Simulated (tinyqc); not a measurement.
Q-state Potts model on a small periodic square lattice: enumeration, Metropolis, heat-bath and Wolff steps: one step, computed by the program tinyqc. Command: `OMP_NUM_THREADS=1 python tinyqc.py 3110548 3110549 out.jsonl potts walk`. One thread of a shared host (Intel(R) Xeon(R) Processor @ 2.30GHz), about 0.1 s of CPU time with the checks.

E = -J x (number of nearest-neighbour bonds with equal states); n x n sites with periodic edges have 2 n^2 bonds. Order parameter m = (q f - 1)/(q - 1), f being the largest share of one state. Sites are numbered row by row from 0. Here q = 2 and n = 4.

Task: Eight single-site steps. Site = floor(r1 n^2). State c is drawn with probability exp(K k_c)/sum exp(K k), k_c the number of neighbours in state c: the first c whose cumulative probability reaches r2; r3 is not used.

Inputs (values chosen for the exercise, for a model of domains or grain orientations): temperature T = 910 K.

Update: heat bath.

start states:
$$\begin{pmatrix}
1 & 0 & 1 & 1 \\
0 & 0 & 0 & 1 \\
0 & 1 & 1 & 1 \\
1 & 0 & 1 & 1
\end{pmatrix}$$

random numbers, one row a step:
$$\begin{pmatrix}
0.1917 & 0.6097 & 0.6252 \\
0.5691 & 0.0682 & 0.1991 \\
0.5546 & 0.0100 & 0.4041 \\
0.7160 & 0.3263 & 0.2525 \\
0.1589 & 0.0612 & 0.5521 \\
0.7124 & 0.0660 & 0.5734 \\
0.2758 & 0.2174 & 0.1314 \\
0.7845 & 0.0519 & 0.6985
\end{pmatrix}$$

K = 0.9054075

Give: the table «Steps» with the columns old, neighbours in each state, P(old), P(new), new; states afterwards.

Result:

Steps:
```
site  old  neighbours in each state  P(old)  P(new)  new
3       1                       0 4  0.9740  0.9740    1
9       1                       3 1  0.1405  0.8595    0
8       0                       2 2  0.5000  0.5000    0
11      1                       1 3  0.8595  0.8595    1
2       1                       2 2  0.5000  0.5000    0
11      1                       1 3  0.8595  0.1405    0
4       0                       2 2  0.5000  0.5000    0
12      1                       2 2  0.5000  0.5000    0
```

states afterwards:
$$\begin{pmatrix}
1 & 0 & 0 & 1 \\
0 & 0 & 0 & 1 \\
0 & 0 & 1 & 0 \\
0 & 0 & 1 & 1
\end{pmatrix}$$
